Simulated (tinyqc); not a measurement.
## Well width for a wanted wavelength

Problem. The layer is x parts of the first compound and 1 - x of the second, grown coherently on the third as substrate and barrier. Rows of the table: lattice constant a, average valence level Ea on an absolute scale, spin-orbit splitting so, gaps at Gamma, X and L, hydrostatic deformation potentials av and ac (Gamma), shear potential b, elastic constants, electron and heavy-hole (along z) masses. All are interpolated linearly in x; gaps get -C x (1 - x), taken wholly in the conduction band; real line-ups can differ from this model by 0.1 eV or more. In-plane strain e = (a_substrate - a)/a, e_z = -2 (c12/c11) e, volume change 2 e + e_z. With v = 2 e + e_z and d = 2 b (e_z - e): Eav = Ea + av v; E_hh = Eav + so/3 - d/2; E_lh = Eav - so/6 + d/4 + sqrt(so^2 + so d + 9 d^2/4)/2; E_c = Ea + so/3 + EG + ac v (Gamma). Substrate: E_v = Ea + so/3, E_c = E_v + EG. Well depths: dEc = E_c(substrate) - E_c, dEhh = E_hh - E_v(substrate), dElh likewise; strained Gamma gap E_c - max(E_hh, E_lh); positive values confine carriers in the layer. Lowest level of a finite well of width Lw and depth V: kw Lw/2 = arctan(sqrt((mw/mb)(V - E)/E)), kw = sqrt(mw E/C), C = hbar^2/(2 m0), for electrons (dEc) and heavy holes (dEhh), mb from the substrate; transition E_c - E_hh + both levels, without exciton binding; wavelength h c/E. Find Lw and the two levels.

Inputs (values chosen for the exercise): fraction of the first compound in the layer x = 0.42; bowing of the Gamma gap CG = 1.43 eV; bowing of the X gap CX = 1.2 eV; bowing of the L gap CL = 1.2 eV.

Constants: q = 1.602176634e-19 C, hbar = 1.054571817e-34 J s, h = 6.62607015e-34 J s, m0 = 9.1093837015e-31 kg, c = 299792458 m/s, hbar^2/(2 m0) = 0.0380998212 eV nm^2. Results are converted to the units shown.

Binary compounds, values chosen for the exercise:
```
	close to GaSb	close to GaAs	close to InP
a (angstrom)	6.096	5.653	5.869
Ea (eV)	-6.25	-6.92	-7.04
so (eV)	0.771	0.34	0.11
EG (eV)	0.73	1.43	1.34
EX (eV)	1.04	1.91	2.16
EL (eV)	0.818	1.7	1.93
av (eV)	0.78	1.18	1.27
ac (eV)	-6.94	-7.07	-4.98
b (eV)	-1.97	-1.72	-1.69
c11 (GPa)	87.8	118	102
c12 (GPa)	40.5	53.6	56.8
me (m0)	0.0391	0.0661	0.08
mh (m0)	0.248	0.346	0.528
```

wavelength = 1573.4030 nm

Solution. Both levels fall steadily as the well widens, so the wavelength rises steadily and one width matches.

Lw = 10.5 nm
electron level = 18.3 meV
heavy-hole level = 8.89 meV

Program tinyqc, `OMP_NUM_THREADS=1 python tinyqc.py 2690171 2690172 out.jsonl`; Intel Xeon 2.30GHz, shared host, one thread, about 0.01 s.
